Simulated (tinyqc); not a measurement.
# One-sided p+-n junction, ionisation integral and breakdown, step by step

Computed by the program tinyqc: `OMP_NUM_THREADS=1 python tinyqc.py 2120020 2120021 out.jsonl`, one thread of a shared Intel Xeon 2.30GHz, about 0.07 s for the whole run. Printed values are rounded.

A p+ layer at x < 0 and an n drift layer from x = 0. Depletion approximation, built-in voltage neglected. Local ionisation coefficients alpha_n = an exp(-(bn/E)^mx), alpha_p = ap exp(-(bp/E)^mx). Electrons move towards +x, holes towards x = 0.

Inputs (values chosen for the exercise); material values close to those of gallium nitride:
```
symbol   value   unit                                           meaning
eps_r     9.59                                    relative permittivity
an      2.71e8   1/cm  prefactor of the electron ionisation coefficient
bn      3.28e7   V/cm                      field constant for electrons
ap      1.27e8   1/cm      prefactor of the hole ionisation coefficient
bp      2.05e7   V/cm                          field constant for holes
mx           1                                                 exponent
N         3e15  cm^-3                  donor density of the drift layer
V         3450      V                                   reverse voltage
fr         0.6         share of the depleted width that the grid covers
```

Constants: q = 1.602176634e-19 C, eps0 = 8.8541878128e-14 F/cm where lengths are in cm. Results are converted to the units shown.

## Field and ionisation coefficients on a grid

W = sqrt(2 eps0 eps_r V/(q N)), peak field E0 = q N W/(eps0 eps_r), falling linearly to 0 at W. Grid: 11 equal steps from 0 to fr W.

W = 34.9134 um
x, point 0 to 11 (um): [0.0000, 1.9044, 3.8087, 5.7131, 7.6175, 9.5218, 11.4262, 13.3306, 15.2349, 17.1393, 19.0437, 20.9481]
E, point 0 to 11 (kV/cm): [1976.32, 1868.52, 1760.72, 1652.92, 1545.12, 1437.32, 1329.52, 1221.72, 1113.92, 1006.13, 898.326, 790.527]
alpha_n, point 0 to 11 (1/cm): [16.7954, 6.44699, 2.20093, 0.653090, 0.163575, 0.0332869, 0.00523243, 5.93372e-4, 4.41545e-5, 1.88292e-6, 3.76579e-8, 2.59133e-10]
alpha_p, point 0 to 11 (1/cm): [3971.38, 2182.96, 1115.13, 521.862, 219.670, 81.2117, 25.5498, 6.55431, 1.29213, 0.179874, 0.0155994, 6.94463e-4]

## Ionisation integrals by the trapezoid rule

G(x) = integral from 0 to x of (alpha_n - alpha_p); I_n = integral of alpha_n exp(-G) (electrons injected at x = 0), I_p = integral of alpha_p exp(G(end) - G) (holes injected at the far edge); M = 1/(1 - I). All integrals by the trapezoid rule on the grid.

G, point 0 to 11: [0.00000, -0.58379, -0.89701, -1.05261, -1.12314, -1.15177, -1.16193, -1.16499, -1.16574, -1.16588, -1.16589, -1.16590]
alpha_n exp(-G), point 0 to 11 (1/cm): [16.7954, 11.5583, 5.3972, 1.8712, 0.5029, 0.1053, 0.0167, 0.0019, 0.0001, 0.0000, 0.0000, 0.0000]
I_n = 0.00530394
I_p = 0.662857
M_n = 1.00533
M_p = 2.96610

A grid of 1500 steps over the whole width gives I_n = 0.005195 and I_p = 0.6788; the coarse I_n is 2.1 % above and the coarse I_p 2.4 % below those values. Holes multiply more: on this coarse grid M - 1 is 369 times as large for them.

## Breakdown voltage by secant steps

G(x) = integral from 0 to x of (alpha_n - alpha_p); I_n = integral of alpha_n exp(-G) (electrons injected at x = 0), I_p = integral of alpha_p exp(G(end) - G) (holes injected at the far edge); M = 1/(1 - I). Secant steps on ln I_n(V) = 0 with the integrals on a fine grid (1500 steps), from the points V = 3420 and 4190 V; stop when the step is below 1e-7 of V.

Course of the iteration:
```
step    V (V)       I_n  change of V (V)
1        4190  0.111690              531
2     4721.27   3.10075             -181
3     4540.38  0.850276             22.7
4     4563.06  0.989825             1.53
5     4564.59   1.00010          -0.0149
6     4564.57   1.00000          9.17e-6
```

Breakdown at 4564.6 V, with a peak field of 2273 kV/cm and W = 40.16 um. The integral for holes reaches 1 at the same voltage.
